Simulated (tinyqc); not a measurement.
Convergence with the mesh: density of states of one tight-binding band of a chain.

E(k) = -2 t cos(2 pi k) - 2 t2 cos(4 pi k); k in fractions of the reciprocal vectors, mesh k_i = j/N with j = 0 .. N-1. Densities are per cell and per spin, so the band holds one state.

Each interval of the mesh is a segment with E linear in k: n = (E - e1)/(e2 - e1), g = 1/(e2 - e1) between its end values.

Gaussian broadening: g(E) = mean over the mesh of exp(-(E - E_k)^2/(2 sigma^2))/(sigma sqrt(2 pi)), n(E) = mean of erfc((E_k - E)/(sigma sqrt 2))/2.

Parameters, chosen for this exercise: t = 1.28 eV (nearest hopping); t2 = -0.12 eV (second hopping); E = -1.33 eV (energy at which the density is wanted); sigma = 0.384 eV (Gaussian width).

At the energy E; the plain count is the share of mesh points below E; the reference is the linear method with N = 4000.

Results:
```
N    points  g linear  n linear  g Gaussian  n Gaussian  n plain count
8         8    0.1592    0.3265      0.1281      0.3486         0.3750
16       16    0.1892    0.3408      0.1906      0.3376         0.3125
32       32    0.1714    0.3440      0.1865      0.3377         0.3438
64       64    0.1638    0.3454      0.1865      0.3377         0.3594
128     128    0.1674    0.3454      0.1865      0.3377         0.3516
256     256    0.1693    0.3455      0.1865      0.3377         0.3477
```

reference n and g: 0.3455  0.1705

What does the comparison show?

The linear n(E) stays within 0.002 of the reference from N = 32 on. The Gaussian g stays within 1 % of its last value from N = 32 on; it tends to the broadened curve, not the true one. At the last mesh it lies +0.016 1/eV from the reference g and the linear g -0.001. The plain count errs by +0.0022 at the last mesh.

tinyqc: `OMP_NUM_THREADS=1 python tinyqc.py 1681181 1681182 out.jsonl`; about 0.01 s, one thread, shared Intel(R) Xeon(R) Processor @ 2.30GHz.
